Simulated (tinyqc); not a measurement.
Electron mobility of a polar semiconductor by Rode's iterative solution of the Boltzmann equation: one step, computed by the program tinyqc. Command: `OMP_NUM_THREADS=1 python tinyqc.py 3013502 3013503 out.jsonl rode walk`. One thread of a shared host (Intel(R) Xeon(R) Processor @ 2.30GHz), about 0.01 s of CPU time with the checks.

The distribution is f(E) + e F l(E) (-df/dE) cos(theta) for a weak field F, theta counted from the force; l(E) is a mean free path. Elastic processes enter by their momentum rate, polar optical phonons by out- and in-scattering terms. One valley only: where upper valleys lie close, measured mobilities are lower. The density n is prescribed, even where a narrow-gap material would have more intrinsic carriers.

Question. The first two iterations on one ladder of the grid. Iteration: l_new(E) = [v(E) + c+ l(E + hbar w) + c- l(E - hbar w)]/(nu + S_o), from l = 0.

Inputs (values chosen for the exercise, modelled on InSb): temperature T = 150 K.

Band: Kane. Elastic processes: acoustic, piezoelectric, impurity.

Points j = s/2, s/2 + s, ... (the first seven rungs, or as many as the grid holds), rates in 1e12/s:
```
E (meV)   v (m/s)        nu       S_o         c+         c-
13.8375    539499  1.984042  0.251805  0.0976809  0.0000000
38.4375    777429  0.717947  0.561300  0.0970266  0.1455659
63.0375    885478  0.449862  0.860313  0.1026940  0.3560943
87.6375    946870  0.348023  0.996139  0.1094039  0.4730526
112.2375   985709  0.304798  1.073590  0.1153236  0.5465160
136.8375  1012023  0.290027  1.131877  0.1204601  0.6023841
161.4375  1030742  0.292014  1.181045  0.1250065  0.6489233
```

Give: l after iteration 1; l after iteration 2 (all rungs but the last shown).

Answer.

l after iteration 1 (nm): [241.3, 607.7, 675.8, 704.4, 715.1, 711.7, 699.7]

l after iteration 2 (all rungs but the last shown) (nm): [268, 686, 896, 1000, 1054, 1074]

In-scattering lengthens l on the lowest rung by 11.0 % and on the second by 13.0 % in this step. Caution: the gas is degenerate, and screening of the polar coupling, left out here, would raise the mobility.
